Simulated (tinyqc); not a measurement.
Comparisons within one model: two-band k.p model of the Delta valleys near the X point under shear strain. A value that a table varies takes the place of the one given here.

Valley pair on the [001] axis, kz counted from the X point, c = hbar^2/2m0, k0 = kx0 2 pi/a. H = (c kz^2/ml + c (kx^2 + ky^2)/mt + c k0^2/ml) 1 + (2 c k0 kz/ml) sigma_z + (D exy - 2 c kx ky/Mp) sigma_x, so E = c kz^2/ml + c (kx^2 + ky^2)/mt + c k0^2/ml -/+ sqrt((2 c k0 kz/ml)^2 + (D exy - 2 c kx ky/Mp)^2). Without strain the lower band has its minima, E = 0, at kz = +/- k0. Shifts from diagonal strain are left out.

For |eta| < 1: k_min = k0 sqrt(1 - eta^2), E_min = -Delta eta^2/2, ml(eta) = ml/(1 - eta^2), 1/m[110] = 1/mt + eta/Mp, 1/m[1-10] = 1/mt - eta/Mp. For |eta| > 1 the minimum sits at X: E_min = -Delta (2 |eta| - 1)/2, ml(eta) = ml/(1 - 1/|eta|), and eta is replaced by its sign in the transverse masses. Here Delta = 2 c k0^2/ml and eta = D exy/Delta.

s11 = (C11 + C12)/((C11 - C12)(C11 + 2 C12)), s12 = -C12/((C11 - C12)(C11 + 2 C12)), s44 = 1/C44; exx = s11 sxx + s12 (syy + szz) and cyclic, exy = s44 sxy/2; tension is positive. A uniaxial stress X along the unit vector n is s_ij = X n_i n_j.

Constants: hbar^2/2m0 = 3.80998211 eV angstrom^2; kB = 8.617333262e-05 eV/K.

Inputs chosen for the exercise (near those of Si; shifted at random, so the results belong to these values and not to a real crystal): a = 5.421 angstrom (lattice constant); ml = 0.907 m0 (longitudinal mass); mt = 0.201 m0 (transverse mass); kx0 = 0.156 2 pi/a (distance of the minimum from X); D = 13.4 eV (shear deformation potential); Mp = 0.237 m0 (coupling mass); C11 = 163.6 GPa; C12 = 64.6 GPa; C44 = 78 GPa; Xu = 9.33 eV (uniaxial potential); T = 350 K (temperature); exy = 0.0082 (shear strain).

## Sweep of the shear strain

Delta = 2 c k0^2/ml, eta = D exy/Delta.

The minimum:
```
exy       eta  k_min/k0  E_min (meV)  ml(eta)  m[110]  m[1-10]  density-of-states mass
0.0000  0.000     1.000          0.0    0.907  0.2010   0.2010                   0.332
0.0020  0.098     0.995         -1.3    0.916  0.1856   0.2191                   0.334
0.0051  0.249     0.969         -8.5    0.967  0.1660   0.2548                   0.344
0.0102  0.498     0.867        -34.0    1.206  0.1413   0.3478                   0.390
0.0154  0.751     0.660        -77.5    2.083  0.1228   0.5540                   0.521
0.0184  0.898     0.441       -110.7    4.672  0.1141   0.8422                   0.766
0.0246  1.200     0.000       -192.3    5.438  0.1088   1.3233                   0.922
0.0328  1.600     0.000       -302.2    2.418  0.1088   1.3233                   0.703
```

What does this show?

The valleys reach X at eta = 1, that is exy = 0.0205. The shift is quadratic up to eta = 1 (-8.5 meV at eta = 0.25, -34.0 meV at 0.50) and linear beyond, while 1/m[110] rises linearly, taking m[110] from 0.201 to its floor 0.1088, a gain of 85 % in 1/m. ml(eta) diverges at eta = 1; the largest value listed is 5.44. A deformation-potential model with fixed masses misses all of this.

## Tension along [110]: repopulation and mass change

The z valleys move against the x and y valleys by Xu (ezz - exx) and, through the shear, by E_min. Share of the z valleys n = w/(w + 2 exp(dE/kT)), dE the total relative shift, w = sqrt(ml(eta) m[110] m[1-10]/(ml mt^2)). Along [110]: 1/m_c = n/m[110] + (1 - n)(1/ml + 1/mt)/2. Fixed masses means E_min = 0, w = 1, m[110] = mt. Gains are against 3/(1/ml + 2/mt) at a fixed scattering time.

Results:
```
X (GPa)  Xu (ezz - exx) (meV)  E_min (meV)  m[110]  m_c fixed masses  m_c with shear  gain fixed (%)  gain with shear (%)
0.00                      0.0          0.0  0.2010            0.2714          0.2714             0.0                  0.0
0.25                    -11.8         -0.2  0.1945            0.2590          0.2541             4.8                  6.8
0.50                    -23.6         -0.8  0.1885            0.2469          0.2358             9.9                 15.1
1.00                    -47.1         -3.4  0.1775            0.2271          0.2025            19.5                 34.0
1.50                    -70.7         -7.6  0.1676            0.2144          0.1786            26.6                 52.0
2.00                    -94.2        -13.4  0.1589            0.2075          0.1630            30.8                 66.5
3.00                   -141.4        -30.2  0.1438            0.2024          0.1442            34.1                 88.2
```

What can be read from the table?

At 1 GPa repopulation alone gives 19.5 % and the shear terms raise it to 34.0 %. From 2 to 3 GPa the fixed-mass gain grows by 3.3 points, towards its ceiling of 35.0 % when all electrons sit in the z valleys, whereas the gain with shear grows by 21.7 points because m[110] keeps falling.

## What each parameter does

Delta = 2 c k0^2/ml, eta = D exy/Delta. Each row changes one parameter from the base and keeps the others.

Results:
```
case                     eta  E_min (meV)  ml(eta) (m0)  m[110] (m0)  m[1-10] (m0)
base                  0.4001       -21.98        1.0798       0.1501        0.3042
ml = 0.84351 m0       0.3721       -20.44        0.9790       0.1528        0.2937
mt = 0.18693 m0       0.4001       -21.98        1.0798       0.1421        0.2731
kx0 = 0.14508 2 pi/a  0.4625       -25.41        1.1539       0.1444        0.3307
D = 14.338 eV         0.4281       -25.16        1.1105       0.1475        0.3156
Mp = 0.22041 m0       0.4001       -21.98        1.0798       0.1473        0.3164
exy = 0.00877         0.4279       -25.14        1.1103       0.1475        0.3155
```

How do the results move?

The largest shifts from the base row, up to three for each result and ties (the steps differ in size, so this ranks the rows, not the parameters). eta: kx0 +0.0625, ml -0.0280, D +0.0280; unchanged at the printed digits by mt and Mp. E_min (meV): kx0 -3.43, D -3.18, exy -3.16; unchanged at the printed digits by mt and Mp. ml(eta) (m0): ml -0.1008, kx0 +0.0741, D +0.0307; unchanged at the printed digits by mt and Mp. m[110] (m0): mt -0.0080, kx0 -0.0057, Mp -0.0028. m[1-10] (m0): mt -0.0311, kx0 +0.0265, Mp +0.0122.

Computed by tinyqc, a small Python program: `OMP_NUM_THREADS=1 python tinyqc.py 1081465 1081466 out.jsonl` (the numbers bound the seed that draws the inputs); one thread of a shared host (Intel(R) Xeon(R) Processor @ 2.30GHz), about 0.01 s for the whole set of steps.
